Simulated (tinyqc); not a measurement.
# Changing the anneal time t

Model: equilibrium and kinetic segregation of a solute to boundaries and growing surfaces. Computed by tinyqc, a small Python program. Command: `OMP_NUM_THREADS=1 python tinyqc.py 3026523 3026524 out.jsonl segreg sweep`. One thread of a shared host (Intel(R) Xeon(R) Processor @ 2.30GHz), about 0.01 s of CPU time with the checks.

Inputs (values chosen for the exercise, for a model alloy): segregation energy Q = 0.265 eV; total solute fraction x0 = 0.0074; temperature T = 800 K; boundary thickness delta = 0.74 nm; bulk diffusivity D = 1.1e-19 m^2/s.

Isotherm: Langmuir-McLean.

Constants: k_B = 8.617333262e-05 eV/K.

Method:
- With theta the solute fraction on boundary sites and x that in the grains, theta/(1 - theta) = [x/(1 - x)] exp[Q/(k_B T)].
- The coverage theta_inf is that for x = x0.
- McLean kinetics from a uniform start, fed from both sides, with a constant enrichment beta = theta_inf/x0: (theta - x0)/(theta_inf - x0) = 1 - exp(s^2) erfc(s), s = 2 sqrt(D t)/(beta delta); half filling at s = 0.7691, t = (0.7691 beta delta/2)^2/D. D is an input and does not follow T.

One run for each value:
```
anneal time t (s)  degree of filling       s
0.047                        0.00625  0.0056
0.19                         0.01251  0.0112
0.81                         0.02555  0.0231
3.4                          0.05127  0.0474
14                           0.09982  0.0961
58                           0.18741  0.1956
240                          0.32794  0.3978
1000                         0.51505  0.8121
4200                         0.70338  1.6643
```

Over the rows, degree of filling rises from 0.00625 to 0.703 (exponent d ln y / d ln x 0.50 between the first rows and 0.22 between the last); s rises from 0.00557 to 1.66 (exponent d ln y / d ln x about 0.50 throughout). At the low end the exponent of degree of filling is 0.50, close to 0.50: early filling goes as sqrt(D t).
